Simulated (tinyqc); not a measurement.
Thin-film transistor with exponential tail and deep states, accumulation layer: two steps of the calculation.

An undoped film in accumulation, thicker than the space-charge layer. With band bending psi the Fermi level lies E0 - psi below the band edge. Free electrons n = n0 exp(psi/Vt) carry the current; electrons in two exponential distributions of traps, a = a0 exp(psi/Va) and d = d0 exp(psi/Vp), do not. Linear regime, ohmic contacts, traps in equilibrium.

Parameters, values chosen for the exercise; values close to those of an organic semiconductor:

| symbol | value | unit | meaning |
|---|---|---|---|
| T | 250 | K | temperature |
| eps_r | 3.2 |  | relative permittivity of the semiconductor |
| mb | 3 | cm^2/(V s) | band mobility |
| Tt | 420 | K | characteristic temperature of the tail |
| Td | 920 | K | characteristic temperature of the deep states |
| Ci | 17 | nF/cm^2 | gate capacitance |
| WL | 2 |  | ratio W/L |
| Vd | 0.1 | V | drain voltage |
| Vg | 18 | V | gate voltage above flat band |

Constants: q = 1.602176634e-19 C, kB = 1.380649e-23 J/K, Vt = kB T/q, eps0 = 8.8541878128e-14 F/cm where lengths are in cm. Results are converted to the units shown.

Task 1. Surface potential by Newton steps. Va = kB Tt/q, Vp = kB Td/q. G(psi) = sum over the three kinds of c0 [V (exp(psi/V) - 1) - psi], field F = sqrt(2 q G/(eps0 eps_r)); Vg = psi + eps0 eps_r F/Ci at the surface. f = psi + eps0 eps_r F/Ci - Vg, f' = 1 + q rho/(Ci F) with rho = sum c0 (exp(psi/V) - 1); psi(new) = psi - f/f'.

psi after iteration 1 = 0.50580166 V
n0 = 5.6531375e8 cm^-3
a0 = 2.7239267e13 cm^-3
d0 = 2.8106254e14 cm^-3

Give: F; f; f'; psi after iteration 2.

Result 1.

F = 1241 kV/cm
f = 3.183 V
f' = 312.5
psi after iteration 2 = 0.4956 V

Task 2. Free and total charge, current. Total charge Q = Ci (Vg - psi_s); free charge Qf = q times the integral of n0 (exp(psi/Vt) - 1)/F over psi from 0 to psi_s; I = (W/L) mb Qf Vd; effective mobility mb Qf/Q.

psi_s = 0.494657300 V
n0 = 5.65313752e8 cm^-3
a0 = 2.72392673e13 cm^-3
d0 = 2.81062537e14 cm^-3

Give: surface densities; Q; Qf; effective mobility; I.

Result 2.

surface densities (cm^-3): free 5.298e18, tail 2.349e19, deep 1.441e17
Q = 297.6 nC/cm^2
Qf = 25.22 nC/cm^2
effective mobility = 0.2542 cm^2/(V s)
I = 15.13 nA

tinyqc, about 0.01 s, one thread, Intel Xeon 2.30GHz (shared host): `OMP_NUM_THREADS=1 python tinyqc.py 2610053 2610054 out.jsonl`
